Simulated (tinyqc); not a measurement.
Defect equilibria of an oxide against oxygen pressure (mass action). Changing the temperature T. Computed by tinyqc, a small Python program. Command: `OMP_NUM_THREADS=1 python tinyqc.py 3020492 3020493 out.jsonl brouwer sweep`. One thread of a shared host (Intel(R) Xeon(R) Processor @ 2.30GHz), about 0.01 s of CPU time with the checks.

Defects: oxygen vacancies V (charge +2), electrons n, holes p, the ionic partner X = V_M'' (charge -2). Activities are taken equal to concentrations.

Inputs (values chosen for the exercise, for a model oxide): reduction enthalpy H_r = 5.14 eV; prefactor K_r0 = 3.6e+70 cm^-9 atm^(1/2); gap E_g = 4.02 eV; prefactor N_c N_v = 3.2e+40 cm^-6; disorder enthalpy H_s = 2.86 eV; prefactor K_s0 = 7.3e+45 cm^-6; oxygen pressure P = 4e-18 atm; electron mobility mu_n = 0.14 cm^2/(V s); hole mobility mu_p = 0.042 cm^2/(V s); vacancy diffusion prefactor D_0 = 0.29 cm^2/s; vacancy migration energy E_m = 0.54 eV.

Ionic disorder: Schottky, oxide MO. Dopant (singly charged, fully ionised): none.

Constants: k_B = 8.617333262e-05 eV/K; e = 1.602176634e-19 C.

Method:
- K_r = K_r0 exp(-H_r/k_B T) = [V] n^2 P^(1/2); K_i = N_c N_v exp(-E_g/k_B T) = n p; K_s = K_s0 exp(-H_s/k_B T) = [X] [V].
- Neutrality: 2 [V] + p = n + 2 [X]. With n as the unknown, [V] = K_r/(n^2 P^(1/2)), p = K_i/n, [X] = K_s/[V]; the log ratio is ln(positive/negative).
- The root is found by 60 bisections in ln n between n = 1e-10 and 1e25 cm^-3.
- sigma_n = e n mu_n, sigma_p = e p mu_p, sigma_ion = 2 e [V] mu_V with mu_V = 2 e D/(k_B T) and D = D_0 exp(-E_m/k_B T); only the oxygen vacancies carry ionic current, and the ionic transport number is sigma_ion over the total.

One run for each value:
```
temperature T (K)   n (cm^-3)  [V] (cm^-3)   p (cm^-3)  total conductivity (S/cm)  ionic transport number
700                1.5235e+14   7.6420e+13  2.3965e-03                 3.4478e-06                 0.00884
800                5.3101e+15   2.6577e+15  2.8521e-01                 1.2195e-04                 0.02329
900                8.4036e+16   4.2035e+16  1.1740e+01                 1.9803e-03                 0.04815
1000               7.6546e+17   3.8280e+17  2.2979e+02                 1.8737e-02                 0.08367
1100               4.6657e+18   2.3331e+18  2.6190e+03                 1.2001e-01                 0.12795
1200               2.1041e+19   1.0521e+19  1.9898e+04                 5.7401e-01                 0.17777
1300               7.5265e+19   3.7634e+19  1.1067e+05                 2.1917e+00                 0.22972
1400               2.2441e+20   1.1221e+20  4.8167e+05                 7.0004e+00                 0.28096
1500               5.7839e+20   2.8920e+20  1.7232e+06                 1.9350e+01                 0.32953
```

Describe and explain the trends.

Over the rows, n (cm^-3) rises from 1.52e14 to 5.78e20 (exponent d ln y / d ln x 27 between the first rows and 14 between the last); [V] (cm^-3) rises from 7.64e13 to 2.89e20 (exponent d ln y / d ln x 27 between the first rows and 14 between the last); p (cm^-3) rises from 0.00240 to 1.72e6 (exponent d ln y / d ln x 36 between the first rows and 18 between the last). A line through ln n against 1/(k_B T) gives 1.713 eV, close to H_r/3 = 1.713 eV, as n = 2 [V] implies.

Caution (rows 1300, 1400, 1500): the carrier density is near sqrt(N_c N_v), where the carriers are degenerate and n p = K_i fails. Caution (rows 1400, 1500): one of n, p, [V] and [X] is above 2e20 cm^-3, near 1 % of the sites of a usual oxide, where defects associate and the ideal mass-action laws fail.
